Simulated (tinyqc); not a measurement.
Raising U: Hubbard chain of 4 sites, mean field against exact. Computed by the program tinyqc. Collinear unrestricted mean field (the lowest of 40 random starts) against exact diagonalisation.

one-body matrix (hopping and site energies) (eV):
```
         1        2        3        4
1   0.0000  -0.6400   0.0000   0.0000
2  -0.6400   0.0000  -0.6400   0.0000
3   0.0000  -0.6400   0.0000  -0.6400
4   0.0000   0.0000  -0.6400   0.0000
```

electrons, up and down: 2  2

Exact and mean-field results (eV):
```
U          U/t   E exact  E mean field  mean |n_up - n_down|  double occupancy, exact  first gap in the sector
0.320    0.500  -2.55877      -2.54217                 0.000                    0.224                    0.702
0.640    1.000  -2.28823      -2.22217                 0.000                    0.199                    0.626
1.280    2.000  -1.84060      -1.59810                 0.393                    0.152                    0.505
1.920    3.000  -1.50235      -1.17888                 0.697                    0.114                    0.414
2.560    4.000  -1.25001      -0.91797                 0.820                    0.085                    0.346
3.840    6.000  -0.91644      -0.62784                 0.918                    0.049                    0.254
5.120    8.000  -0.71499      -0.47492                 0.953                    0.031                    0.199
7.680   12.000  -0.49156      -0.31851                 0.979                    0.015                    0.137
12.800  20.000  -0.29992      -0.19168                 0.993                    0.006                    0.084
```

What does the comparison show, and why?

In absolute terms mean field is worst at U/t = 4.0, 0.332 eV too high: at small U it is nearly exact, and at large U it misses only exchange-scale energies. Its local moments set in at U/t = 2.0 of those listed, a broken symmetry that the exact state of a finite cluster with equal spins does not have. Relative to the exact energy its error is 0.6 % at the smallest U, 36 % at most and 36 % at the largest. The double occupancy falls from 0.224 to 0.006; at the largest U the first gap is 0.65 times the exchange scale 4t^2/U.
